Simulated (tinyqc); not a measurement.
Correlation length: interface roughness in a thin film (subband fluctuation and scattering).

Square well of width t, barriers V0, c = hbar^2/2m0: E1 solves k t + 2 atan[(k/mz)/(kappa/mb)] = pi, k = sqrt(mz E/c), kappa = sqrt(mb (V0 - E)/c). One interface is rough, so the subband edge fluctuates by G dt with G = |dE1/dt| (central difference of 0.01 angstrom; 2 E1/t for hard walls).

Gaussian roughness spectrum S(q) = pi D^2 Lc^2 exp(-q^2 Lc^2/4). Degenerate gas, taken to fill one subband (the second starts to fill once c kF^2/md exceeds E2 - E1, which is not tested here): kF = sqrt(2 pi Ns/gv), q = 2 kF sin(theta/2), 1/tau = (md/(2 pi c hbar)) G^2 times the integral from 0 to pi of S(q)(1 - cos theta)/eps(q)^2 dtheta, eps(q) = 1 + qs/q with screening (qs = gv md q0/(c eps), q0 = e^2/(4 pi eps0), form factors left out, which overstates the screening; other scattering is left out too, so these values lie far above measured mobilities in all but the thinnest films) or 1 without; mobility = tau c2/md with c2 = e/m0 = 1.75882e15 cm^2/(V s^2); 1e12/cm^2 = 1e-4/angstrom^2.

Constants: hbar^2/2m0 = 3.80998211 eV angstrom^2; hbar = 6.58211957e-16 eV s; e^2/(4 pi eps0) = 14.39964547 eV angstrom.

Values chosen for the exercise (near those of a thin Si channel on (100), two-fold valleys; not measured data):

| symbol | value | unit | meaning |
|---|---|---|---|
| t | 28 | angstrom | film thickness |
| mz | 0.906 | m0 | confinement mass |
| V0 | 3.19 | eV | barrier |
| mb | 0.51 | m0 | barrier mass |
| md | 0.186 | m0 | mass in the plane |
| gv | 2 |  | valleys |
| D | 3.7 | angstrom | rms height of the roughness |
| Ns | 0.88 | x 1e12/cm^2 | sheet density |
| eps | 8 |  | mean dielectric constant at the channel |
| Ll | (5, 10, 16, 25, 40, 65, 100) | angstrom | correlation lengths |

Fixed D; bare and screened mobility.

Results:

| Lc (angstrom) | kF Lc | bare mobility (cm^2/(V s)) | screened mobility (cm^2/(V s)) |
|---|---|---|---|
| 5 | 0.08 | 2.39e+04 | 1.22e+06 |
| 10 | 0.17 | 6.07e+03 | 3.11e+05 |
| 16 | 0.27 | 2.45e+03 | 1.26e+05 |
| 25 | 0.42 | 1.08e+03 | 5.60e+04 |
| 65 | 1.08 | 323 | 1.83e+04 |
| 100 | 1.66 | 355 | 2.49e+04 |

Give the missing row, Lc (angstrom) = 40.

Computed row:
```
Lc (angstrom)  kF Lc  bare mobility (cm^2/(V s))  screened mobility (cm^2/(V s))
40              0.67                         515                        2.72e+04
```

The bare mobility is lowest at Lc = 65 angstrom of those listed (kF Lc = 1.08). The screened mobility is lowest at Lc = 65 angstrom of those listed (kF Lc = 1.08). Short roughness averages out (mobility as 1/Lc^2; the first two rows give exponent -1.98), and long roughness deflects only by small angles (bare mobility rising as Lc; the last two rows give 0.22).

Run: tinyqc, `OMP_NUM_THREADS=1 python tinyqc.py 1282290 1282291 out.jsonl`; Intel(R) Xeon(R) Processor @ 2.30GHz, one thread, shared host; about 0.01 s of CPU time with all checks.
